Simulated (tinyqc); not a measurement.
Worked calculation: coupled-perturbed Hartree-Fock on RHF in the 6-31g basis, for H3+, spin multiplicity 1. One step of it, computed by the program tinyqc.

Question. Integrals over molecular orbitals. (pq|rs) = sum C_ip C_jq C_kr C_ls (ij|kl), one index at a time.

coefficients C:
```
            MO1        MO2        MO3        MO4        MO5        MO6
1H 1s  0.361616   0.000000   0.276326  -0.624590   0.000000  -1.222994
1H 2s  0.409719   0.000000   2.402158   1.398634   0.000000   2.444280
2H 1s  0.228399   0.313308  -0.051134  -0.700135  -0.904240   0.620779
2H 2s  0.047182   0.585024  -1.638444   0.003626   1.055457  -1.346276
3H 1s  0.228399  -0.313308  -0.051134  -0.700135   0.904240   0.620779
3H 2s  0.047182  -0.585024  -1.638444   0.003626  -1.055457  -1.346276
```

core Hamiltonian H = T + V (hartree), lower triangle:
```
           1H 1s      1H 2s      2H 1s      2H 2s      3H 1s      3H 2s
1H 1s  -1.408669
1H 2s  -1.223985  -1.364354
2H 1s  -0.686038  -0.789268  -1.121963
2H 2s  -0.862923  -1.062956  -1.043428  -1.168929
3H 1s  -0.686038  -0.789268  -0.059958  -0.291567  -1.121963
3H 2s  -0.862923  -1.062956  -0.291567  -0.578324  -1.043428  -1.168929
```

Two-electron integrals (ij|kl) in chemists' order, unique and non-zero (hartree):
```
(11|11) 1.076566   (21|11) 0.578470   (21|21) 0.329423   (22|11) 0.587396
(22|21) 0.361304   (22|22) 0.453150   (31|11) 0.260866   (31|21) 0.150849
(31|22) 0.168598   (31|31) 0.091143   (32|11) 0.272215   (32|21) 0.168058
(32|22) 0.209732   (32|31) 0.108837   (32|32) 0.148775   (33|11) 0.560716
(33|21) 0.355322   (33|22) 0.460429   (33|31) 0.260866   (33|32) 0.381431
(33|33) 1.076566   (41|11) 0.381431   (41|21) 0.218352   (41|22) 0.241470
(41|31) 0.108837   (41|32) 0.124465   (41|33) 0.272215   (41|41) 0.148775
(42|11) 0.431815   (42|21) 0.267776   (42|22) 0.342057   (42|31) 0.140983
(42|32) 0.186573   (42|33) 0.431815   (42|41) 0.186573   (42|42) 0.279495
(43|11) 0.355322   (43|21) 0.223881   (43|22) 0.291203   (43|31) 0.150849
(43|32) 0.218352   (43|33) 0.578470   (43|41) 0.168058   (43|42) 0.267776
(43|43) 0.329423   (44|11) 0.460429   (44|21) 0.291203   (44|22) 0.389627
(44|31) 0.168598   (44|32) 0.241470   (44|33) 0.587396   (44|41) 0.209732
(44|42) 0.342057   (44|43) 0.361304   (44|44) 0.453150   (51|11) 0.260866
(51|21) 0.150849   (51|22) 0.168598   (51|31) 0.054998   (51|32) 0.059977
(51|33) 0.120600   (51|41) 0.092395   (51|42) 0.111718   (51|43) 0.078837
(51|44) 0.113011   (51|51) 0.091143   (52|11) 0.272215   (52|21) 0.168058
(52|22) 0.209732   (52|31) 0.059977   (52|32) 0.069253   (52|33) 0.141268
(52|41) 0.101870   (52|42) 0.134942   (52|43) 0.092715   (52|44) 0.136884
(52|51) 0.108837   (52|52) 0.148775   (53|11) 0.014320   (53|21) 0.007996
(53|22) 0.008463   (53|31) 0.003656   (53|32) 0.003955   (53|33) 0.008295
(53|41) 0.005290   (53|42) 0.006247   (53|43) 0.005215   (53|44) 0.006726
(53|51) 0.003656   (53|52) 0.003955   (53|53) 0.000196   (54|11) 0.094279
(54|21) 0.056922   (54|22) 0.068205   (54|31) 0.021000   (54|32) 0.023835
(54|33) 0.048530   (54|41) 0.034975   (54|42) 0.044990   (54|43) 0.031723
(54|44) 0.045948   (54|51) 0.034642   (54|52) 0.044693   (54|53) 0.001353
(54|54) 0.013834   (55|11) 0.560716   (55|21) 0.355322   (55|22) 0.460429
(55|31) 0.120600   (55|32) 0.141268   (55|33) 0.288841   (55|41) 0.210467
(55|42) 0.285382   (55|43) 0.190079   (55|44) 0.285640   (55|51) 0.260866
(55|52) 0.381431   (55|53) 0.008295   (55|54) 0.109822   (55|55) 1.076566
(61|11) 0.381431   (61|21) 0.218352   (61|22) 0.241470   (61|31) 0.092395
(61|32) 0.101870   (61|33) 0.210467   (61|41) 0.140979   (61|42) 0.172096
(61|43) 0.134794   (61|44) 0.182232   (61|51) 0.108837   (61|52) 0.124465
(61|53) 0.005290   (61|54) 0.041310   (61|55) 0.272215   (61|61) 0.148775
(62|11) 0.431815   (62|21) 0.267776   (62|22) 0.342057   (62|31) 0.111718
(62|32) 0.134942   (62|33) 0.285382   (62|41) 0.172096   (62|42) 0.240315
(62|43) 0.184227   (62|44) 0.260030   (62|51) 0.140983   (62|52) 0.186573
(62|53) 0.006247   (62|54) 0.058334   (62|55) 0.431815   (62|61) 0.186573
(62|62) 0.279495   (63|11) 0.094279   (63|21) 0.056922   (63|22) 0.068205
(63|31) 0.034642   (63|32) 0.044693   (63|33) 0.109822   (63|41) 0.041310
(63|42) 0.058334   (63|43) 0.063815   (63|44) 0.072288   (63|51) 0.021000
(63|52) 0.023835   (63|53) 0.001353   (63|54) 0.008229   (63|55) 0.048530
(63|61) 0.034975   (63|62) 0.044990   (63|63) 0.013834   (64|11) 0.223457
(64|21) 0.137447   (64|22) 0.172387   (64|31) 0.064138   (64|32) 0.079786
(64|33) 0.175156   (64|41) 0.091860   (64|42) 0.130125   (64|43) 0.110779
(64|44) 0.148222   (64|51) 0.064138   (64|52) 0.079786   (64|53) 0.003219
(64|54) 0.025946   (64|55) 0.175156   (64|61) 0.091860   (64|62) 0.130125
(64|63) 0.025946   (64|64) 0.065579   (65|11) 0.355322   (65|21) 0.223881
(65|22) 0.291203   (65|31) 0.078837   (65|32) 0.092715   (65|33) 0.190079
(65|41) 0.134794   (65|42) 0.184227   (65|43) 0.124980   (65|44) 0.186789
(65|51) 0.150849   (65|52) 0.218352   (65|53) 0.005215   (65|54) 0.063815
(65|55) 0.578470   (65|61) 0.168058   (65|62) 0.267776   (65|63) 0.031723
(65|64) 0.110779   (65|65) 0.329423   (66|11) 0.460429   (66|21) 0.291203
(66|22) 0.389627   (66|31) 0.113011   (66|32) 0.136884   (66|33) 0.285640
(66|41) 0.182232   (66|42) 0.260030   (66|43) 0.186789   (66|44) 0.274619
(66|51) 0.168598   (66|52) 0.241470   (66|53) 0.006726   (66|54) 0.072288
(66|55) 0.587396   (66|61) 0.209732   (66|62) 0.342057   (66|63) 0.045948
(66|64) 0.148222   (66|65) 0.361304   (66|66) 0.453150
```

Give: one-electron integrals over orbitals h = C^T H C; Two-electron integrals over orbitals.

Answer.

one-electron integrals over orbitals h = C^T H C (hartree), lower triangle:
```
         1        2        3        4        5        6
1  -1.6277
2   0.0000  -1.1640
3  -0.0900   0.0000  -0.7162
4   0.0907   0.0000  -0.0289  -0.3474
5   0.0000   0.1706   0.0000   0.0000  -0.1823
6   0.0775   0.0000   0.2281  -0.0277   0.0000  -0.1211
```

Two-electron integrals over orbitals (pq|rs), unique and non-zero (hartree):
```
(11|11) 0.5998    (21|21) 0.1211    (22|11) 0.4594    (22|22) 0.4513
(31|11) 0.0900    (31|22) 0.0033    (31|31) 0.0569    (32|21) -0.0787
(32|32) 0.0858    (33|11) 0.3855    (33|22) 0.3625    (33|31) 0.0146
(33|33) 0.3416    (41|11) -0.0907   (41|22) -0.0743   (41|31) -0.0106
(41|33) -0.0422   (41|41) 0.0580    (42|21) -0.0617   (42|32) 0.0333
(42|42) 0.0529    (43|11) 0.0092    (43|22) 0.0246    (43|31) -0.0102
(43|33) 0.0053    (43|41) -0.0010   (43|43) 0.0129    (44|11) 0.4684
(44|22) 0.4072    (44|31) 0.0389    (44|33) 0.3328    (44|41) -0.0560
(44|43) 0.0212    (44|44) 0.4203    (51|21) -0.0676   (51|32) 0.0293
(51|42) 0.0525    (51|51) 0.0557    (52|11) -0.1191   (52|22) -0.1068
(52|31) -0.0074   (52|33) -0.0416   (52|41) 0.0575    (52|43) -0.0179
(52|44) -0.0963   (52|52) 0.0863    (53|21) -0.0136   (53|32) 0.0314
(53|42) -0.0109   (53|51) -0.0106   (53|53) 0.0343    (54|21) 0.1113
(54|32) -0.0733   (54|42) -0.0655   (54|51) -0.0695   (54|53) -0.0082
(54|54) 0.1165    (55|11) 0.4301    (55|22) 0.4268    (55|31) 0.0010
(55|33) 0.3395    (55|41) -0.0785   (55|43) 0.0235    (55|44) 0.3956
(55|52) -0.1122   (55|55) 0.4265    (61|11) -0.0775   (61|22) 0.0218
(61|31) -0.0659   (61|33) -0.0239   (61|41) 0.0124    (61|43) 0.0264
(61|44) -0.0091   (61|52) -0.0201   (61|55) 0.0298    (61|61) 0.1082
(62|21) 0.0696    (62|32) -0.0377   (62|42) -0.0496   (62|51) -0.0512
(62|53) 0.0125    (62|54) 0.0725    (62|62) 0.0578    (63|11) -0.1470
(63|22) -0.0732   (63|31) -0.0481   (63|33) -0.0479   (63|41) 0.0445
(63|43) 0.0016    (63|44) -0.0882   (63|52) 0.0499    (63|55) -0.0646
(63|61) 0.0530    (63|63) 0.0766    (64|11) 0.0201    (64|22) -0.0474
(64|31) 0.0445    (64|33) -0.0057   (64|41) 0.0192    (64|43) -0.0190
(64|44) -0.0105   (64|52) 0.0393    (64|55) -0.0587   (64|61) -0.0714
(64|63) -0.0212   (64|64) 0.0671    (65|21) -0.0966   (65|32) 0.0746
(65|42) 0.0617    (65|51) 0.0614    (65|53) 0.0119    (65|54) -0.1027
(65|62) -0.0636   (65|65) 0.0997    (66|11) 0.5845    (66|22) 0.4442
(66|31) 0.0917    (66|33) 0.3891    (66|41) -0.1114   (66|43) -0.0017
(66|44) 0.4544    (66|52) -0.1175   (66|55) 0.4264    (66|61) -0.1059
(66|63) -0.1592   (66|64) 0.0295    (66|66) 0.6211
```
